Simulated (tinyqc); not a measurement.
CCD on RHF in the 6-31g basis, for H2, spin multiplicity 1, step by step. One step of it, computed by the program tinyqc.

Problem. CCD: starting amplitudes. t_ij^ab = <ij||ab> / (e_i + e_j - e_a - e_b), whose energy is MP2.

orbital energies (hartree): MO1 -0.619665, MO2 0.258159, MO3 0.739502, MO4 1.514640

Two-electron integrals over orbitals (pq|rs), unique and non-zero (hartree):
```
(11|11) 0.679666    (21|21) 0.071826    (22|11) 0.430950    (22|22) 0.382109
(31|11) 0.177049    (31|22) 0.044602    (31|31) 0.112926    (32|21) -0.025144
(32|32) 0.038408    (33|11) 0.539780    (33|22) 0.376479    (33|31) 0.118978
(33|33) 0.460782    (41|21) -0.077333   (41|32) -0.013348   (41|41) 0.145544
(42|11) -0.143196   (42|22) -0.049886   (42|31) -0.069270   (42|33) -0.091744
(42|42) 0.062155    (43|21) -0.072335   (43|32) 0.004188    (43|41) 0.119799
(43|43) 0.113621    (44|11) 0.694910    (44|22) 0.439516    (44|31) 0.209738
(44|33) 0.557280    (44|42) -0.166404   (44|44) 0.775731
```

Give: Starting amplitudes; correlation energy.

Solution.

Starting amplitudes (spin orbitals 1a, 1b, ...; amplitudes related by a flip of all spins are not repeated):
```
from      to        t
1a 1b  3a 3b  -0.0415
1a 1b  2a 2b  -0.0409
1a 1b  4a 4b  -0.0341
1a 1b  2a 4b   0.0257
```

correlation energy = -0.016563 hartree
